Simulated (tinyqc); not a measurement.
Ballistic Schottky-barrier transistor with a two-dimensional channel, WKB contacts: barrier height from the temperature dependence.

Source Fermi level 0, drain Fermi level -Vd. Far from the contacts Ec = pn - psi, and the gate moves psi one to one; the band edges relax as exp(-x/lam) from pn at the source and pn - Vd at the drain; Ev = Ec - Eg. A carrier of energy w inside the channel band meets at a contact a barrier of height D (the contact edge beyond the channel edge): T = 1 for w >= D, else exp(-S), S = 4 lam sqrt(m/C) [sqrt(D - w) - sqrt(w) arctan sqrt((D - w)/w)], C = hbar^2/(2 m0). The two contacts combine as Ts Td/(Ts + Td - Ts Td).

I/W = g (2 q^2/h) int T(w) [N(Es + w) - N(Ed + w)] dw with w the energy of motion along the channel, N(y) = (1/2 pi) sqrt(pi m kB T/C) Fm(-y/kB T), Fm(x) = (1/sqrt(pi)) int_0^infinity u^(-1/2)/(1 + exp(u - x)) du. Electrons: Ds = psi, Dd = psi - Vd, Es = Ec, Ed = Ec + Vd. Holes: Ds = -psi, Dd = Vd - psi, Es = -Ev, Ed = -Ev - Vd. The size of each current is taken; both flow from drain to source and add. The integrals are converged. The apparent barrier is -d ln(I_e/T^1.5)/d(q/kB T), taken between T - 10 K and T + 10 K for the electron current.

Parameters, values chosen for the exercise; channel values close to those of a molybdenum disulphide layer: temperature T = 300 K; barrier for electrons at both contacts pn = 0.19 eV; electron mass mn = 0.47 m0; valleys or subbands g = 2; screening length at the contacts lam = 1.9 nm; drain bias Vd = 0.5 V.

Constants: q = 1.602176634e-19 C, kB = 1.380649e-23 J/K, hbar = 1.054571817e-34 J s, h = 6.62607015e-34 J s, m0 = 9.1093837015e-31 kg, Vt = kB T/q, hbar^2/(2 m0) = 0.0380998212 eV nm^2. Results are converted to the units shown.

Barrier height from the temperature dependence:
```
ps (V)  electrons (uA/um)  Ec (eV)  apparent barrier (eV)
-0.25             2.59e-5    0.440                  0.440
-0.18             3.88e-4    0.370                  0.370
-0.11             0.00582    0.300                  0.300
-0.04              0.0873    0.230                  0.230
0                   0.410    0.190                  0.190
0.1                  2.52    0.090                  0.133
0.17                 8.34    0.020                  0.087
0.24                 27.1   -0.050                  0.041
0.31                 73.5   -0.120                  0.010
0.38                  159   -0.190                 -0.008
0.45                  289   -0.260                 -0.017
```

What does the table show?

For psi < 0 the channel edge is the highest point, and the apparent barrier follows Ec one to one (0.440 eV against 0.440). At flat band it is 0.190 eV (psi = 0 V), near pn = 0.19 eV. Beyond, the top stays at pn but tunnelling lowers the apparent value to -0.0173 eV in the last row, so only the point where the line bends gives the true barrier.

Range of the model: No scattering, image-force lowering, channel charge or band-to-band tunnelling; parabolic kappa overstates S deep in the gap.

Numbers from tinyqc (`OMP_NUM_THREADS=1 python tinyqc.py 2390125 2390126 out.jsonl`; about 0.2 s on one thread of a shared Intel Xeon 2.30GHz).
